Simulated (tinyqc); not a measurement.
Interstitial-substitutional diffusion of a fast metal impurity in a wafer (kick-out and dissociative mechanisms): one step, computed by the program tinyqc. Command: `OMP_NUM_THREADS=1 python tinyqc.py 3028010 3028011 out.jsonl kickout walk`. One thread of a shared host (Intel(R) Xeon(R) Processor @ 2.30GHz), about 0.2 s of CPU time with the checks.

The metal moves as an interstitial A_i and dissolves on lattice sites either by kicking out a self-interstitial (A_i = A_s + I) or by filling a vacancy (A_i + V = A_s). With A_i at its solubility, local equilibrium and c = C_s/C_s*, self-interstitials and vacancies obey C_I/C_I* = 1/c and C_V/C_V* = c.

Question. Closed forms. Pure kick-out: the centre rises as c_m = (2/d) sqrt(pi D_K t) while c_m is small. Pure dissociative or sink-rich cases give erfc profiles with depth 2 sqrt(D_F t) or 2 sqrt(D_A t). The short time that the interstitial metal needs to fill the wafer is neglected.

Inputs (values chosen for the exercise, loosely like those of a heavy transition metal in silicon): temperature T = 925 C; wafer thickness d = 725 um; time t = 9700 s.

D_K = 7.498820e-11 cm^2/s

D_F = 4.294310e-11 cm^2/s

D_A = 1.285125e-06 cm^2/s

Give: centre value c_m, closed form; depth 2 sqrt(D_F t); depth 2 sqrt(D_A t).

Answer.

centre value c_m, closed form = 0.04170

depth 2 sqrt(D_F t) = 12.91 um

depth 2 sqrt(D_A t) = 2233 um

Caution: the depth 2 sqrt(D_A t) exceeds half the wafer, so in a sink-rich wafer the profiles from the two faces overlap and a single erfc no longer holds.
